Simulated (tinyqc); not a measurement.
# Resistance of a tapered via with liner, size effect and interface: what changes with what

A round via whose diameter grows from db at the bottom as D(z) = db + 2 z/tan(ang). The fill, of diameter D - 2 tl, starts above the bottom liner (thickness fb tl) and has rho = rho0 (1 + ks lam/(D - 2 tl)); the sidewall liner conducts in parallel with it. The bottom liner and the interface are crossed over the full area pi db^2/4. Spreading in the lines above and below is left out.

Values chosen for this exercise; fill metal close to tungsten:
```
symbol    value      unit                                                    meaning
db           14        nm                                     diameter at the bottom
hv           22        nm                                                     height
ang          89   degrees                                             sidewall angle
rho0        5.4   uohm cm                               bulk resistivity of the fill
lam        15.6        nm                                 mean free path of the fill
ks            1                                                   size-effect factor
tl          2.8        nm                                      liner on the sidewall
fb          0.7                        liner at the bottom over that on the sidewall
rl          310   uohm cm                                   resistivity of the liner
ri      3.7e-12  ohm cm^2                        interface resistivity at the bottom
Sb       9.1e14     S/m^2       ballistic conductance per area, about 3/(4 rho0 lam)
rho2       5.38   uohm cm  bulk resistivity of the second fill (close to molybdenum)
lam2       11.5        nm                                         its mean free path
tl2           0        nm                                                  its liner
```

Each table varies one quantity; the others keep the values above.

## Via resistance against the diameter at the bottom

Slices between z0 = fb tl and hv, evaluated at their midpoints: conductance per length pi/4 [(D - 2 tl)^2/rho + (D^2 - (D - 2 tl)^2)/rl], slice resistance = slice height over that. 2000 slices. R_fill = sum of the slices; R_bottom = rl fb tl/(pi db^2/4); R_interface = ri/(pi db^2/4); ballistic (Sharvin) limit 1/(Sb pi (db - 2 tl)^2/4); ideal cylinder rho0 hv/(pi db^2/4).

Via resistance against the diameter at the bottom:
columns A: db (nm); B: R_fill (ohm); C: R_bottom (ohm); D: R_interface (ohm); E: R (ohm); F: ballistic limit (ohm); G: R over ideal cylinder; H: largest part
```
A         B      C        D      E       F      G             H
8.3   500.9  112.3    6.838  620.0   191.9  28.24          fill
11    127.3  63.94    3.893  195.1   47.98  15.61          fill
16    27.28  30.22    1.840  59.34   12.94  10.04  bottom liner
22    9.157  15.98   0.9733  26.11   5.202  8.356  bottom liner
30    3.593  8.596   0.5234  12.71   2.350  7.564  bottom liner
42    1.436  4.386   0.2671  6.088   1.056  7.100  bottom liner
58   0.6366  2.300   0.1400  3.076  0.5096  6.842  bottom liner
80   0.2965  1.209  0.07361  1.579  0.2528  6.680  bottom liner
```

What does the comparison show?

R falls from 620 to 1.58 ohm. The fill is the largest part at db = 8.3, the bottom liner from 16 on. R goes as db^(-4.11) between the first two rows and db^(-2.07) between the last two; area alone gives -2. For db = 22, 30, 42, 58, 80 the ballistic limit exceeds half of R_fill, so the diffusive model understates R.

## Via resistance against the liner on the sidewall

Same model as above.

2000 slices.

The same in every row: R_interface (ohm) = 2.404.

Result of one run:
```
tl (nm)  R_fill (ohm)  R_bottom (ohm)  R (ohm)  ballistic limit (ohm)  R over ideal cylinder  largest part
0               15.26               0    17.66                  7.139                  2.288          fill
```

What becomes of these results when the liner on the sidewall tl is changed from 0 to 1.1 nm, all else the same?

Result of the changed run:
```
tl (nm)  R_fill (ohm)  R_bottom (ohm)  R (ohm)  ballistic limit (ohm)  R over ideal cylinder  largest part
1.1             22.05           15.51    39.96                  10.05                  5.177          fill
```

The whole series:
```
tl (nm)  R_fill (ohm)  R_bottom (ohm)  R (ohm)  ballistic limit (ohm)  R over ideal cylinder  largest part
0               15.26               0    17.66                  7.139                  2.288          fill
0.6             18.50           8.458    29.36                  8.540                  3.805          fill
1.1             22.05           15.51    39.96                  10.05                  5.177          fill
1.7             27.78           23.96    54.14                  12.45                  7.016          fill
2.3             35.91           32.42    70.74                  15.83                  9.166          fill
2.9             47.84           40.88    91.12                  20.81                  11.81          fill
3.4             62.32           47.93    112.7                  26.99                  14.60          fill
4               88.35           56.39    147.1                  38.87                  19.07          fill
```

R rises from 17.7 to 147 ohm. The fill is the largest part at tl = 0 and in all other rows. The share of the two bottom terms goes from 13.6 to 40.0 %.

## Two fill metals against the diameter

2000 slices. R_fill = sum of the slices; R_bottom = rl fb tl/(pi db^2/4); R_interface = ri/(pi db^2/4). The second fill has rho2, lam2 and tl2 in place of rho0, lam and tl.

Two fill metals against the diameter:
```
db (nm)  R, first fill (ohm)  R, second fill (ohm)  ratio second/first
8.5                   558.23                50.459            0.090391
12                    143.34                22.250             0.15522
17                    50.279                9.9213             0.19733
24                    21.217                4.5490             0.21441
35                    9.0352                1.9796             0.21910
49                    4.3853               0.95810             0.21848
70                    2.0803               0.45006             0.21635
100                  0.99876               0.21379             0.21406
```

What does the table show?

The ratio goes from 0.0904 to 0.214. The second fill gives the lower R in every row.

Program tinyqc, `OMP_NUM_THREADS=1 python tinyqc.py 2750136 2750137 out.jsonl`; Intel Xeon 2.30GHz, shared host, one thread, about 0.01 s.
